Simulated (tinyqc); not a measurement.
Thickness, silicon consumed, volume change, sheet resistance: thermodynamics of metal silicides: hull, first phase, silicon consumed, nucleation and stability against SiO2. Computed by tinyqc, a small Python program. Command: `OMP_NUM_THREADS=1 python tinyqc.py 3021120 3021121 out.jsonl silphase walk`. One thread of a shared host (Intel(R) Xeon(R) Processor @ 2.30GHz), about 0.01 s of CPU time with the checks.

Entropies of formation of the solids are neglected, so heats stand for free energies. Si fractions: M5Si3 0.3750, MSi 0.5000, MSi2 0.6667.

Inputs (values chosen for the exercise, of the order of those of titanium silicides for heats and volumes only): molar volume of M = 10.64 cm^3/mol; molar volume of Si = 12.06 cm^3/mol; metal thickness t = 35 nm.

Phases: M5Si3, MSi, MSi2.

volumes of the three phases per mole of M (cm^3/mol): 14.8  17.8  26

resistivities of the three phases (microohm cm): 26  29  40

Method. Per phase M_a Si_b, for ample silicon (not limited to t_Si): silicide thickness = t V/V_M; silicon consumed = t (b/a) V_Si/V_M; net volume change = V/(V_M + (b/a) V_Si) - 1; the top surface lies (silicide thickness - silicon consumed) above the old interface; sheet resistance = resistivity/thickness.

Films:

| phase | thickness (nm) | Si consumed (nm) | volume change (%) | top above old interface (nm) | sheet resistance (ohm) |
|---|---|---|---|---|---|
| M5Si3 | 48.684 | 23.803 | -17.207 | 24.882 | 5.3405 |
| MSi | 58.553 | 39.671 | -21.586 | 18.882 | 4.9528 |
| MSi2 | 85.526 | 79.342 | -25.201 | 6.184 | 4.6769 |

silicon consumed by MSi = 39.671 nm

sheet resistance of MSi = 4.9528 ohm

For a given sheet resistance the silicon consumed goes as resistivity x (b/a)/V: M5Si3 1.05, MSi 1.63, MSi2 3.08. It is least for M5Si3, which matters on shallow junctions and thin silicon. All three reactions shrink the total volume.

Extremes, crossings and ranges named in words are read from the listed rows.
